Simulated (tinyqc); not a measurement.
# Sub-threshold conduction and electro-thermal threshold of an amorphous chalcogenide: what changes with what

Trap-limited conduction: I = I0 exp(-Ea/kB T) sinh(q V dz/(2 ua kB T)), I0 = 2 q A Nt dz/ta. One lumped temperature T = T0 + Rt I V. The threshold is the largest V for which a steady state exists on the low-current branch.

Parameters, values chosen for the exercise; values of the order of Ge-Sb-Te and related chalcogenides: ambient temperature T0 = 330 K; cross-section A = 840 nm^2; amorphous thickness ua = 28 nm; distance between traps dz = 7.1 nm; activation energy Ea = 0.28 eV; trap density Nt = 4.8e19 cm^-3; attempt time ta = 1e-15 s; thermal resistance Rt = 4.1 K/uW; drift exponent nu = 0.08.

Constants: q = 1.602176634e-19 C, kB = 1.380649e-23 J/K. Results are converted to the units shown.

Each table varies one quantity; the others keep the values above.

## Resistance drift

The low-field resistance drifts as R = R0 (t/1 s)^nu, R0 = 2 ua kB T0 exp(Ea/kB T0)/(q dz I0). Read as a growth of Ea, this is dEa = nu kB T0 ln(t/1 s).

Resistance drift:
```
t (s)  R (Mohm)    R/R0  dEa (meV)
0.001   0.02657  0.5754     -15.71
0.1     0.03841  0.8318     -5.238
1       0.04618   1.000          0
100     0.06675   1.445      10.48
10000   0.09649   2.089      20.95
1e6      0.1395   3.020      31.43
3e8      0.2201   4.766      44.41
```

What does the comparison show?

R grows by a factor of 1.20 a decade and 4.77 from 1 s to 3e8 s. A level that lies a factor of 3 below a fixed read threshold at 1 s reaches it after 9.20e5 s.

## Threshold against ambient temperature

Same model as above.

The threshold is the first local maximum over T of the V that solves Rt I(V, T) V = T - T0.

Results:
```
T0 (K)  Vth (V)  T - T0 (K)  Ith (uA)  field (MV/cm)
230      0.7213       31.19     10.55         0.2576
260      0.5922       37.23     15.33         0.2115
300      0.4473       47.03     25.64         0.1598
360      0.2969       68.45     56.24         0.1060
400      0.2359       89.33     92.34        0.08426
```

Estimate the missing row, T0 = 330 K.

Computed row:
```
T0 (K)  Vth (V)  T - T0 (K)  Ith (uA)  field (MV/cm)
330      0.3621       56.49     38.05         0.1293
```

With this row back in the table: Vth falls from 0.721 to 0.236 V, on average -2.85 mV/K, and the rise at threshold rises from 31.2 to 89.3 K: a warmer layer conducts more and needs less field to reach runaway.

Range of the model: Purely electronic switching mechanisms, filaments and series resistance are left out.

Numbers from tinyqc (`OMP_NUM_THREADS=1 python tinyqc.py 2490046 2490047 out.jsonl`; about 0.01 s on one thread of a shared Intel Xeon 2.30GHz).
